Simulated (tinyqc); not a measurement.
Inside a calculation. Method: inverse iteration on a symmetric matrix. One step of it, computed by the program tinyqc.

Problem. Step 1. solve (A - shift) w = v; v' = w/|w| with its largest component positive (the first on a tie); lambda = v'^T A v'.

A, lower triangle:
```
           1         2          3          4          5         6
1   1.850000
2   0.282000  2.643000
3   0.157000  0.049000   3.228000
4   0.388000  0.073000  -0.755000   3.382000
5  -0.542000  0.532000  -0.801000   0.022000   4.288000
6   0.019000  0.387000  -0.865000  -0.495000  -0.387000  5.499000
```

vector v at the start: 0.408248  0.408248  0.408248  0.408248  0.408248  0.408248

shift = 0.390000

Give: vector after step 1; Rayleigh quotient after step 1.

Solution.

vector after step 1: 0.5072  0.1182  0.5639  0.3894  0.4041  0.3096

Rayleigh quotient after step 1 = 2.2247
